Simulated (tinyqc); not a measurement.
## Single-photon avalanche diode, trigger probability and counting: effect of the width of the multiplication layer

A multiplication layer of width W with the uniform field V/W; alpha = an exp(-bn/E) for electrons, beta = ap exp(-bp/E) for holes (local model, no dead space). a = alpha W, b = beta W. Electrons enter at x = 0, holes at x = W. P0 is the probability that an electron entering at 0 starts a lasting avalanche, PW the same for a hole entering at W.

Breakdown: ln(a/b) = a - b with a not equal to b. Above it PW/(1 - PW) = [P0/(1 - P0)] exp(b - a) and b ln(1 - P0) = a ln(1 - PW); the mean over pairs made evenly in the layer is Pm = ln[(1 - PW)/(1 - P0)]/(a - b). The excess bias is 10 % of VB in every row.

Values chosen for this exercise; ionisation coefficients close to those of indium phosphide: electron prefactor an = 1.09e7 1/cm; electron field bn = 3.16 MV/cm; hole prefactor ap = 4.75e6 1/cm; hole field bp = 2.54 MV/cm.

Results:
```
W (um)  VB (V)  E at VB (MV/cm)  beta/alpha at VB      P0      PW
0.15     9.129           0.6086             1.207  0.5835  0.6185
0.25     13.71           0.5485             1.350  0.6052  0.6776
0.67     30.85           0.4605             1.675  0.6369  0.7772
1.1      46.86           0.4260             1.868  0.6486  0.8193
1.8      71.36           0.3965             2.082  0.6578  0.8558
3        110.9           0.3698             2.330  0.6652  0.8880
5        173.2           0.3465             2.609  0.6707  0.9148
```

Estimate the missing row, W = 0.41 um.

Computed row:
```
W (um)  VB (V)  E at VB (MV/cm)  beta/alpha at VB      P0      PW
0.41     20.52           0.5005             1.504  0.6227  0.7301
```

With this row back in the table: As W grows, VB rises from 9.13 to 173 V, as W^(0.84) on average, the breakdown field falls from 0.609 to 0.346 MV/cm and beta/alpha rises from 1.21 to 2.61. At equal relative excess P0 rises from 0.584 to 0.671 and PW rises from 0.619 to 0.915. For W = 0.15, 0.25 dead space and band-to-band tunnelling, left out here, matter.

Program tinyqc, `OMP_NUM_THREADS=1 python tinyqc.py 2630104 2630105 out.jsonl`; Intel Xeon 2.30GHz, shared host, one thread, about 0.01 s.
